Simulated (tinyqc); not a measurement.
Donor or exciton in a quantum well (variational effective-mass method): one step, computed by the program tinyqc. Command: `OMP_NUM_THREADS=1 python tinyqc.py 3006047 3006048 out.jsonl welldonor walk`. One thread of a shared host (Intel(R) Xeon(R) Processor @ 2.30GHz), about 0.1 s of CPU time with the checks.

H = -nabla^2 - 2/|r - r_i| + V(z) in effective units; trial function psi = f(z) exp(-|r - r_i|/lambda), f the ground state of the well. Mass and screening are the same in well and barrier; l = L/a* is the width in effective units. Bands are flat: no polarisation or applied field.

Task: Best radius. k solves k tan(k l/2) = sqrt(v - k^2), v = V_0/Ry*, 0 < k l/2 < pi/2 (bisection); f = cos(k z) inside and cos(k l/2) exp(-kappa (|z| - l/2)) outside, kappa = sqrt(v - k^2); subband energy k^2 Ry*. Binding E_b(lambda) = -1/lambda^2 + 4 A/(lambda B), with A = int f^2 exp(-2 s/lambda) dz, B = int f^2 exp(-2 s/lambda)(1 + 2 s/lambda) dz and s = |z - z_i|; 40 Gauss-Legendre points on each piece between the walls at z = -l/2 and l/2 and z_i, and out to 12/(kappa + 1/lambda) beyond the walls. Golden-section search for the maximum over lambda from 0.3 to 4, 40 steps.

Inputs (values chosen for the exercise, modelled on CdTe): donor position z_i/L from the centre = 0.2; barrier height V_0 = 0.42 eV.

Centre: donor. Barriers: finite.

l = 0.5413615

Ry* = 11.60032 meV

a* = 5.911022 nm

Give: best lambda; binding in Ry*; binding energy; radius lambda a*.

Result:

best lambda = 0.8298 a*

binding in Ry* = 2.158

binding energy = 25.03 meV

radius lambda a* = 4.905 nm

Confinement changes the binding by a factor 2.158 against the bulk value (with finite barriers it peaks in a narrow well and returns to 1 as L tends to 0, and away from the walls of a wide well it tends to 1).
